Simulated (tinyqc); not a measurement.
# Collinear exchange A + BC -> AB + C on a London-Eyring-Polanyi-Sato surface: saddle, string of images and rate, step by step

A worked calculation. Computed by tinyqc, a small Python program that keeps every step. Command: `OMP_NUM_THREADS=1 python tinyqc.py 3113624 3113625 out.jsonl leps walk`. One thread of a shared host (Intel(R) Xeon(R) Processor @ 2.30GHz), about 0.03 s of CPU time with the checks. Intermediate numbers are printed to about 5 digits and carried at full precision; extremes and crossings named in words are read from the listed rows.

x = r(AB), y = r(BC), r(AC) = x + y. V is counted from separated atoms, the barrier from A + BC, that is V + D(BC).

Inputs (values chosen for the exercise, bond data loosely for abstraction of hydrogen from a Si-H bond by a hydrogen atom; the barrier is not fitted):
```
quantity,value,unit
D(AB),4.74,eV
r0(AB),0.742,angstrom
beta(AB),1.94,1/angstrom
D(BC),4.08,eV
r0(BC),1.48,angstrom
beta(BC),1.52,1/angstrom
D(AC),4.1,eV
r0(AC),1.48,angstrom
beta(AC),1.52,1/angstrom
Sato parameter S,0.098,-
mass of A,1.008,u
mass of B,1.008,u
mass of C,28.09,u
temperature T,1200,K
step of the string,0.02,angstrom^2/eV
```

Constants: nu for 1 eV/(angstrom^2 u) = 15.6333042 THz; h x 1 THz = 4.135667696 meV; k_B = 1.380649e-23 J/K; u = 1.6605390666e-27 kg; k_B = 8.617333262e-05 eV/K.

## One point of the surface

For each pair, with u = exp(-beta (r - r0)): Q = D [(3 + S) u^2 - (2 + 6 S) u]/(4 (1 + S)), J = D [(1 + 3 S) u^2 - (6 + 2 S) u]/(4 (1 + S)); V = Q1 + Q2 + Q3 - sqrt(((J1 - J2)^2 + (J2 - J3)^2 + (J3 - J1)^2)/2). Take x = r0(AB) + 0.3 and y = r0(BC) + 0.1 angstrom.

Pair terms:
```
pair,u,Q (eV),J (eV)
AB,0.55878,-0.51676,-3.3005
BC,0.85899,0.05837,-4.0572
AC,0.17625,-0.33597,-0.9819
```

V = -3.5698 eV

## Relaxing the string

String of 9 images between the fixed ends (r0(AB) + 2, r0(BC)) and (r0(AB), r0(BC) + 2), started on the two straight legs through (r0(AB) + 0.3, r0(BC) + 0.3): each iteration moves the inner images by -step x gradient (central differences) and spaces them evenly again along the broken line (coordinates are kept between 0.2 and 8 angstrom); stop when no coordinate changes by more than 1e-5 angstrom, at most 400 iterations.

Course:
```
iteration,highest inner image above A + BC (eV),largest move (angstrom)
1,0.44127,6.2228e-02
2,0.40407,4.8927e-02
3,0.39720,3.3815e-02
4,0.39302,2.0484e-02
5,0.39106,1.5309e-02
6,0.39033,1.1942e-02
7,0.39009,9.1143e-03
...,...,...
27,0.38783,4.2511e-05
28,0.38782,3.3256e-05
29,0.38781,2.6006e-05
30,0.38780,2.0331e-05
31,0.38779,1.5889e-05
32,0.38779,1.2416e-05
33,0.38779,9.6993e-06
```

Images at the end:
```
image,x (angstrom),y (angstrom),V + D(BC) (eV)
0,2.7420,1.4800,0.02022
1,2.2922,1.4821,0.04840
2,1.8425,1.4884,0.12217
3,1.3961,1.5356,0.31431
4,0.9980,1.7450,0.38779
5,0.7785,2.1334,-0.24013
6,0.7479,2.5804,-0.49271
7,0.7437,3.0302,-0.58769
8,0.7420,3.4800,-0.62667
```

last move = 9.6993e-06 angstrom

Converged in 33 iterations.

## Saddle by Newton steps

From the highest inner image, z -> z - H^-1 g with gradient g and Hessian H by central differences, steps capped at 0.15 angstrom, 12 steps.

The first seven points:
```
step,x,y,V + D(BC) (eV),|g| (eV/angstrom)
0,0.9980,1.7450,0.38779,1.1060e+00
1,1.0944,1.6301,0.46669,2.0794e-01
2,1.1081,1.6429,0.46485,6.5156e-03
3,1.1083,1.6434,0.46485,7.8975e-06
4,1.1083,1.6434,0.46485,0
5,1.1083,1.6434,0.46485,0
6,1.1083,1.6434,0.46485,0
```

saddle (x, y) (angstrom): [1.1083, 1.6434]

barrier = 0.46485 eV

Hessian (eV/angstrom^2):
```
,x,y
x,-1.4297,7.5578
y,7.5578,5.8956
```

The highest image lies 77.1 meV below the saddle. Stretches at the saddle: AB 0.366, BC 0.163 angstrom, for a reaction energy D(BC) - D(AB) = -0.66 eV: an early barrier for an exothermic step.

## Frequencies at the saddle

Wilson matrix G = [[1/m_A + 1/m_B, -1/m_B], [-1/m_B, 1/m_B + 1/m_C]]; eigenvalues lambda of G H give nu = 15.6333042 THz x sqrt(|lambda|), the negative one being imaginary. Reactant: nu_BC from k = 2 D beta^2 and 1/m_B + 1/m_C. Skew angle: cos = sqrt(m_A m_C/((m_A + m_B)(m_B + m_C))).

imaginary frequency = 62.680 THz

real frequency at the saddle = 32.423 THz

nu_BC = 68.812 THz

skew angle = 45.993 degrees

## Transition-state rate

One-dimensional rate constant without tunnelling, k = sqrt(k_B T/(2 pi mu)) [sinh(h nu_BC/(2 k_B T))/sinh(h nu_s/(2 k_B T))] exp(-barrier/(k_B T)) with mu = m_A (m_B + m_C)/(m_A + m_B + m_C); Wigner factor 1 + (h nu_i/(k_B T))^2/24; adiabatic barrier = barrier + h (nu_s - nu_BC)/2.

adiabatic barrier = 0.38960 eV

rate constant k = 3801.1 cm/s

Wigner factor = 1.2618

## Rate against temperature

The formulas are those given above.

Rates; the last column is k_B T^2 d ln k/dT:
```
T (K),k (cm/s),Wigner factor,activation energy (eV)
300,1.8298e-02,5.1893,0.40328
400,9.2806e-01,3.3565,0.40956
550,2.4660e+01,2.2464,0.42102
750,2.7475e+02,1.6703,0.43765
1000,1.5474e+03,1.3770,0.45767
1400,7.3662e+03,1.1924,0.48599
2000,2.5693e+04,1.0943,0.52214
```

The activation energy goes from 0.403 eV at 300 K, near the adiabatic barrier plus k_B T/2 (0.403), to 0.522 eV at 2000 K; the classical limit is the barrier plus k_B T/2 (0.551).

Checks made by the program: V for A far away against -D(BC) (relative difference below 1e-10).
